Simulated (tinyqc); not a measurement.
Inside a calculation. Method: bound state in one dimension: Numerov shooting, finite differences, DVR. Computed by tinyqc, a small Python program that keeps every step. Settings: points = 64. Command: `OMP_NUM_THREADS=1 python tinyqc.py 20562 20563 out.jsonl` (the two numbers bound the seeds that draw the settings). One thread of a shared host (Intel(R) Xeon(R) Processor @ 2.60GHz), about 0.01 s of CPU time with the checks.

## Numerov steps at E = 0.1

One particle of mass 1 in V = 1.29^2 x^2/2 + 0.17 x^4 (atomic units), psi = 0 at both ends:
```
parameter                 value
left end              -4.500000
right end              4.500000
intervals                    64
h                      0.140625
state sought (nodes)          1
```

k_i = 2 m (E - V_i); (1 + h^2 k_(i+1)/12) y_(i+1) = 2 (1 - 5 h^2 k_i/12) y_i - (1 + h^2 k_(i-1)/12) y_(i-1), from y_0 = 0, y_1 = 0.001.

Points along the way:
```
i         x        V          k             y
0   -4.5000  86.5596  -172.9193        0.0000
1   -4.3594  77.2092  -154.2184        0.0010
2   -4.2188  68.6585  -137.1170        0.0059
3   -4.0781  60.8588  -121.5176        0.0303
4   -3.9375  53.7631  -107.3262        0.1419
5   -3.7969  47.3259   -94.4518        0.6047
21  -1.5469   2.9643    -5.7286   358976.9598
22  -1.4062   2.3102    -4.4204   520550.7416
23  -1.2656   1.7690    -3.3379   727435.2779
24  -1.1250   1.3254    -2.4507   982092.5848
25  -0.9844   0.9659    -1.7317  1284079.6096
26  -0.8438   0.6785    -1.1570  1629785.9687
```

## Bisection on the node count

With more sign changes than the state has nodes (the last point included) the energy is too high, else too low; the bracket starts as 0.1 to 12.

Trials:
```
trial         E  sign changes  y at the right end   next
1      6.050000             4            6.88e+10  lower
2      3.075000             2            9.05e+12  lower
3      1.587500             1           -1.27e+14  raise
4      2.331250             2            6.62e+12  lower
5      1.959375             1           -3.17e+13  raise
6      2.145313             1           -6.90e+12  raise
7      2.238281             2            1.05e+12  lower
8      2.191797             1           -2.60e+12  raise
9      2.215039             1           -7.00e+11  raise
10     2.226660             2            1.92e+11  lower
11     2.220850             1           -2.49e+11  raise
12     2.223755             1           -2.75e+10  raise
13     2.225208             2            8.25e+10  lower
14     2.224481             2            2.75e+10  lower
...         ...           ...                 ...    ...
29     2.224118             1           -6.03e+05  raise
30     2.224118             2            2.37e+05  lower
31     2.224118             1           -1.83e+05  raise
```

eigenvalue = 2.224118 hartree

## The same grid by other methods

Three-point finite differences and the sine-DVR kinetic matrix of Colbert and Miller on the same points.

Lowest levels (hartree):
```
state  finite differences     DVR
0                  0.7064  0.7078
1                  2.2161  2.2242
2                  3.8930  3.9170
3                  5.6959  5.7477
```
